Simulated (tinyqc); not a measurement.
Worked calculation: composition and strain of an epitaxial Si(1-x)Ge(x) layer from Raman and X-ray peaks. Computed by tinyqc, a small Python program that keeps every step. Command: `OMP_NUM_THREADS=1 python tinyqc.py 3007540 3007541 out.jsonl epiraman walk`. One thread of a shared host (Intel(R) Xeon(R) Processor @ 2.30GHz), about 0.01 s of CPU time with the checks. Intermediate numbers are printed to about 6 digits and carried at full precision; extremes and crossings named in words are read from the listed rows.

A (001) layer, biaxially strained in the plane. The Raman peaks follow empirical lines omega = w0 + c1 x + c3 x^3 + b eps (c3 for Si-Ge alone), with eps the in-plane strain.

Inputs (values chosen for the exercise, modelled on silicon-germanium):
```
quantity                        value      unit
Ge fraction x                    0.63         -
degree of relaxation R              0         -
lattice constant of Si          5.431  angstrom
lattice constant of Ge          5.658  angstrom
bowing B                        0.026  angstrom
2 C12/C11 of Si                 0.768         -
2 C12/C11 of Ge                 0.756         -
Si-Si: w0                       521.1      1/cm
Si-Si: c1                       -65.2      1/cm
Si-Si: strain coefficient b      -736      1/cm
Si-Ge: w0                       400.5      1/cm
Si-Ge: c1                        24.3      1/cm
Si-Ge: c3                       -34.9      1/cm
Si-Ge: strain coefficient b      -574      1/cm
Ge-Ge: w0                       280.3      1/cm
Ge-Ge: c1                        19.8      1/cm
Ge-Ge: strain coefficient b      -420      1/cm
uncertainty of a Raman peak       0.1      1/cm
X-ray wavelength             1.540598  angstrom
```

Substrate: silicon. Pair of peaks used: Si-Si and Ge-Ge.

## Lattice constants and strain

Relaxed lattice constant a(x) = a_Si + (a_Ge - a_Si) x - B x (1 - x). In-plane constant a_par = a_sub + R (a(x) - a_sub); eps = a_par/a(x) - 1; eps_perp = -(2 C12/C11) eps with 2 C12/C11 linear in x; a_perp = a(x) (1 + eps_perp).

relaxed constant a(x) = 5.56795 angstrom

substrate constant a_sub = 5.431 angstrom

a_par = 5.431 angstrom

in-plane strain eps = -24.5960 per mille

strain along the normal = 18.7038 per mille

a_perp = 5.67209 angstrom

The layer is under compression in the plane and is stretched along the normal. Caution: strains above 2 % survive only in layers a few nanometres thick, and the linear relations lose accuracy.

## Raman peaks

Insert x and eps in the three lines; the strain part is b eps.

Si-Si peak = 498.127 1/cm

Si-Ge peak = 421.200 1/cm

Ge-Ge peak = 303.104 1/cm

strain parts (1/cm): Si-Si 18.1027, Si-Ge 14.1181, Ge-Ge 10.3303

Read as unstrained, the Si-Si peak would give x = 0.352 in place of 0.63.

## X-ray (004) reflection

Bragg angle theta = arcsin(2 lambda/a) for (004), for the substrate with a_sub and the layer with a_perp; separation in arc seconds.

theta of the substrate = 34.5646 degree

theta of the layer = 32.9031 degree

separation, layer less substrate = -5981.22 arcsec

## Back from two peaks to composition and strain

Unknowns x and eps (per mille). Newton steps: J d = (measured - model), J = [d omega/dx, d omega/d eps] for the two peaks; start at x = 0.5, eps = 0; stop when |d| < 1e-9. The peaks are rounded to 0.001 per cm; R = (a(x)(1 + eps) - a_sub)/(a(x) - a_sub).

peaks used (1/cm): Si-Si 498.127, Ge-Ge 303.104

Iterations:
```
step         x  eps (per mille)  residual 1 (1/cm)  residual 2 (1/cm)
0     0.500000           0.0000              9.627             12.904
1     0.629991         -24.5957              0.000              0.000
```

recovered x = 0.629991

recovered eps = -24.5957 per mille

recovered R = 0

## Which pair of peaks is best

For each pair invert J = [d omega/dx, d omega/d eps] at the true x. Independent errors of the given size in both peaks give sigma_x and sigma_eps = uncertainty x (norm of the rows of the inverse of J).

Error propagation:
```
pair               det J     sigma_x  sigma_eps (per mille)
Si-Si and Si-Ge  24.7248  0.00377502               0.272782
Si-Si and Ge-Ge  41.9568  0.00201971               0.162405
Si-Ge and Ge-Ge  18.6125  0.00382136               0.141109
```

The pair Si-Si and Ge-Ge fixes x best (sigma_x = 0.0020) and Si-Ge and Ge-Ge worst (0.0038), a factor 1.9. Strain moves all peaks the same way, so a good pair needs different ratios of composition slope to strain coefficient, best of opposite sign; the slopes here are -65.2, -17.3 and 19.8 per cm for Si-Si, Si-Ge and Ge-Ge. Errors in the coefficients themselves are not counted.

## Relaxation at fixed composition

(004) Bragg angle theta = arcsin(2 lambda/a), with a = a_perp for the layer and a_sub for the substrate; separation = layer less substrate. The apparent x is the one that a fully strained layer (R = 0) would need to give the same a_perp.

Signatures; columns: (1) R; (2) eps (per mille); (3) Si-Si (1/cm); (4) Ge-Ge (1/cm); (5) a_perp (angstrom); (6) (004) separation (arcsec); (7) apparent x if R = 0 is assumed:
```
(1)        (2)      (3)      (4)      (5)       (6)       (7)
0.00  -24.5960  498.127  303.104  5.67209  -5981.22  0.630000
0.15  -20.9066  495.411  301.555  5.65647  -5612.45  0.591734
0.30  -17.2172  492.696  300.005  5.64085  -5241.21  0.553156
0.50  -12.2980  489.075  297.939  5.62002  -4742.32  0.501220
0.70   -7.3788  485.455  295.873  5.59919  -4238.91  0.448693
0.85   -3.6894  482.739  294.324  5.58357  -3858.36  0.408899
1.00    0.0000  480.024  292.774  5.56795  -3475.20  0.368751
```

Full relaxation moves the Si-Si peak by -18.10 per cm and shrinks the X-ray separation to 58 % of its strained value, about 1/(1 + 2 C12/C11). A symmetric reflection alone cannot part x from R: a relaxed layer read as strained gives x = 0.369 in place of 0.63. An asymmetric reflection or a second peak is needed.

Checks made by the program: recovered composition (relative difference 1e-05).
